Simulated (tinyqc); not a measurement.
Two-step dopant diffusion (predeposition and drive-in) with a constant diffusivity: one step, computed by the program tinyqc. Command: `OMP_NUM_THREADS=1 python tinyqc.py 3013206 3013207 out.jsonl dopdiff walk`. One thread of a shared host (Intel(R) Xeon(R) Processor @ 2.30GHz), about 0.06 s of CPU time with the checks.

Fick diffusion into a half space x > 0 whose background doping C_B is of the opposite type, so that a junction lies where C = C_B.

Task: Drive-in as a Gaussian. With a sealed surface and a thin source, C = Q/sqrt(pi (Dt)2) exp(-x^2/(4 (Dt)2)); x_j = 2 sqrt((Dt)2 ln(C(0)/C_B)); gradient at the junction |dC/dx| = C_B x_j/(2 (Dt)2).

Inputs (values chosen for the exercise, modelled on boron in silicon):
```
quantity                        value    unit
background doping C_B         1.4e+16  1/cm^3
predeposition temperature T1     1050       C
drive-in temperature T2          1150       C
stand-by temperature              800       C
```

dose Q = 1.125206e+14 1/cm^2

drive-in budget (Dt)2 = 2.430389e-09 cm^2

Give: surface concentration C(0) (Gaussian); junction depth x_j; gradient at the junction.

Result:

surface concentration C(0) (Gaussian) = 1.288e+18 1/cm^3

junction depth x_j = 2.097 um

gradient at the junction = 6.039e+20 1/cm^4
